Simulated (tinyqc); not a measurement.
FCI on RHF in the 6-311g basis, for He, spin multiplicity 1, step by step. One step of it, computed by the program tinyqc.

Task: FCI: roots. Diagonalise (each vector has its largest component positive (the first on a tie)); all determinants have Ms = 0, so triplets appear too. The lowest singlet root is the correlation energy.

Occupation strings over the orbitals (2 doubly, a alpha, b beta, 0 empty; spin orbitals ordered 1a 1b 2a 2b ...): 200 ab0 a0b ba0 b0a 020 0ab 0ba 002

H - E(HF) between determinants (hartree):
```
           200        ab0        a0b        ba0        b0a        020        0ab        0ba
200   0.000000   0.000000   0.000000   0.000000   0.000000   0.146549   0.125599  -0.125599
ab0   0.000000   1.233264  -0.103896  -0.146549  -0.125599   0.163688  -0.120916  -0.095129
a0b   0.000000  -0.103896   6.269986  -0.125599  -0.216548  -0.120916  -0.103679   0.148688
ba0   0.000000  -0.146549  -0.125599   1.233264  -0.103896  -0.163688  -0.095129  -0.120916
b0a   0.000000  -0.125599  -0.216548  -0.103896   6.269986   0.120916   0.148688  -0.103679
020   0.146549   0.163688  -0.120916  -0.163688   0.120916   2.680149  -0.230718   0.230718
0ab   0.125599  -0.120916  -0.103679  -0.095129   0.148688  -0.230718   7.420137  -0.127591
0ba  -0.125599  -0.095129   0.148688  -0.120916  -0.103679   0.230718  -0.127591   7.420137
002   0.216548  -0.148688  -0.212758   0.148688   0.212758   0.127591   0.047266  -0.047266

           002
200   0.216548
ab0  -0.148688
a0b  -0.212758
ba0   0.148688
b0a   0.212758
020   0.127591
0ab   0.047266
0ba  -0.047266
002  12.812120
```

Give: lowest roots of this matrix, relative to E(HF); lowest vectors; <S^2> of these roots; weight of the ground state by excitation level 0, 1, 2, ....

Result:

lowest roots of this matrix, relative to E(HF) (hartree): [-0.017, 1.069, 1.335, 2.698, 6.062, 6.432, 7.302, 7.622]

lowest vectors, order 200, ab0, a0b, ba0, b0a, 020, 0ab, 0ba, 002:
$$\begin{pmatrix}
0.998 & 0.000 & -0.016 & 0.057 \\
0.005 & 0.706 & 0.696 & 0.122 \\
-0.002 & 0.032 & -0.006 & 0.033 \\
-0.005 & 0.706 & -0.696 & -0.122 \\
0.002 & 0.032 & 0.006 & -0.033 \\
-0.057 & 0.000 & -0.172 & 0.980 \\
-0.018 & 0.024 & -0.004 & 0.048 \\
0.018 & 0.024 & 0.004 & -0.048 \\
-0.016 & 0.000 & 0.020 & -0.009
\end{pmatrix}$$

<S^2> of these roots: [0.000, 2.000, 0.000, 0.000, 2.000, 0.000, 2.000, 0.000]

weight of the ground state by excitation level 0, 1, 2, ...: [0.996, 0.000, 0.004]
